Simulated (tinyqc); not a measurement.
UHF in the 3-21g basis, for H3-, spin multiplicity 1, step by step. The basis has no diffuse functions, so it cannot describe the extra electron: this is an exercise in the method, not the real anion. This run ends on a higher stationary point, not on the lowest solution. Computed by tinyqc, a small Python program that keeps every step (integrals from PySCF). Settings: charge = -1, multiplicity = 1, basis = 3-21g, energy threshold = 1e-08, iteration cap = 71, orthogonalisation = symmetric, start = core, DIIS depth = 0, method = UHF, break = 0.7. Command: `OMP_NUM_THREADS=1 python tinyqc.py 31593 31594 out.jsonl` (the two numbers bound the seeds that draw the settings). One thread of a shared host (Intel(R) Xeon(R) Processor @ 2.60GHz), about 0.3 s of CPU time with the checks.

Geometry (angstrom):
```
atom         x         y         z
H     0.000000  0.000000  0.000000
H     0.000000  0.000000  0.853000
H     0.000000  0.738000  0.426000
```

Stop when the energy changes by less than 1e-08 hartree and every element of the error matrix X^T (F D S - S D F) X (for each spin) is below 3e-05.

Course of the cycle:
```
iteration  E (hartree)     change  largest element of the error matrix
1          -0.92218715          -                             3.20e-01
2          -1.26996995  -3.48e-01                             2.79e-02
3          -1.27253284  -2.56e-03                             6.30e-03
4          -1.27289671  -3.64e-04                             2.31e-03
5          -1.27301312  -1.16e-04                             1.21e-03
6          -1.27306067  -4.76e-05                             7.60e-04
7          -1.27308175  -2.11e-05                             4.92e-04
8          -1.27309135  -9.60e-06                             3.25e-04
9          -1.27309576  -4.42e-06                             2.22e-04
10         -1.27309781  -2.04e-06                             1.54e-04
11         -1.27309875  -9.46e-07                             1.07e-04
12         -1.27309919  -4.40e-07                             7.53e-05
13         -1.27309940  -2.06e-07                             5.33e-05
14         -1.27309950  -9.81e-08                             3.84e-05
15         -1.27309954  -4.80e-08                             2.82e-05
16         -1.27309957  -2.48e-08                             2.13e-05
17         -1.27309958  -1.40e-08                             1.77e-05
18         -1.27309959  -9.07e-09                             1.53e-05
```

Can the last value be used, and what does the course show?

No, though the log alone does not show it. Converged in 18 iterations. But the solution lies 0.00002 hartree above the reference: it is another stationary point, not the lowest one. Reruns (cap 100 unless said): DIIS 8: converged in 8 to a higher stationary point; damping 0.5: converged in 35 to a higher stationary point; level shift 0.5: converged in 38 to a higher stationary point; atomic densities as start, DIIS 8: converged in 18 to a higher stationary point. PySCF UHF in the same basis, after a stability check = -1.27312433 hartree.
